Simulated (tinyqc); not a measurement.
Mirror strength against the number of periods: longitudinal sound in a periodic multilayer: transfer matrices, stop bands and folded phonons. Computed by tinyqc, a small Python program. Command: `OMP_NUM_THREADS=1 python tinyqc.py 3000181 3000182 out.jsonl multilayer walk`. One thread of a shared host (Intel(R) Xeon(R) Processor @ 2.30GHz), about 0.01 s of CPU time with the checks.

Layers 1 and 2 repeat with period d = d_1 + d_2; waves travel normal to the layers, without loss. State vector (u, s): displacement u and stress divided by omega. Impedances Z = rho v are in 1e6 kg/(m^2 s).

Inputs (values chosen for the exercise, modelled on silica (layer 1), tungsten (layer 2) and silicon (substrate)):

| quantity | value | unit |
|---|---|---|
| density rho_1 | 2.22 | g/cm^3 |
| velocity v_1 | 5930 | m/s |
| thickness d_1 | 630 | nm |
| density rho_2 | 19.3 | g/cm^3 |
| velocity v_2 | 5270 | m/s |
| thickness d_2 | 551 | nm |
| substrate density | 2.31 | g/cm^3 |
| substrate velocity | 8530 | m/s |
| frequency f | 1.06 | GHz |

Method:
- Z = rho v; interface reflection r = (Z_2 - Z_1)/(Z_2 + Z_1) (stress amplitude, from 1 into 2); Bragg frequency f_B = 1/[2 (d_1/v_1 + d_2/v_2)]; long-wave velocity v_eff = d/sqrt[(d_1/v_1)^2 + (d_2/v_2)^2 + (Z_1/Z_2 + Z_2/Z_1)(d_1/v_1)(d_2/v_2)].
- A layer maps (u, s) by [[cos p, sin p/Z], [-Z sin p, cos p]], p = 2 pi f d_i/v_i; one period is M = M_2 M_1, and cos(q d) = trace(M)/2.
- For N periods A = M^N. A wave comes from a thick layer of material 1 and leaves into the substrate (Z_s): transmitted power T = 4 Z_1 Z_s/|Z_1 A_22 + Z_s A_11 - i (Z_1 Z_s A_12 - A_21)|^2, reflected power R = 1 - T.

Bragg frequency f_B = 2.37199 GHz

Z_2 = 101.711

Z_1 = 13.1646

Z of the substrate = 19.7043

trace(M)/2 = -1.05454

Transmitted power:

| N | T at f_B | T at f_B (dB) | T at f |
|---|---|---|---|
| 1 | 0.095465 | -10.202 | 0.20312 |
| 2 | 0.0016795 | -27.748 | 0.050781 |
| 3 | 2.8166e-05 | -45.503 | 0.019242 |
| 4 | 4.7197e-07 | -63.261 | 0.0086045 |
| 6 | 1.3252e-10 | -98.777 | 0.0020701 |
| 8 | 3.7209e-14 | -134.29 | 5.4008e-04 |
| 12 | 2.9335e-21 | -205.33 | 3.8545e-05 |
| 16 | 2.3128e-28 | -276.36 | 2.7756e-06 |
| 24 | 1.4375e-42 | -418.42 | 1.4412e-08 |

What follows from these numbers?

At f_B each further period removes 17.76 dB at large N, which is 20 log10 of the impedance ratio, 17.76 dB, as for a quarter-wave stack; 99 % reflection needs N = 2 among these rows. At f, in a stop band, T decays as well. Values below about 1e-6 belong to the ideal stack: roughness and scattering into other modes, left out here, set a floor in a real one.
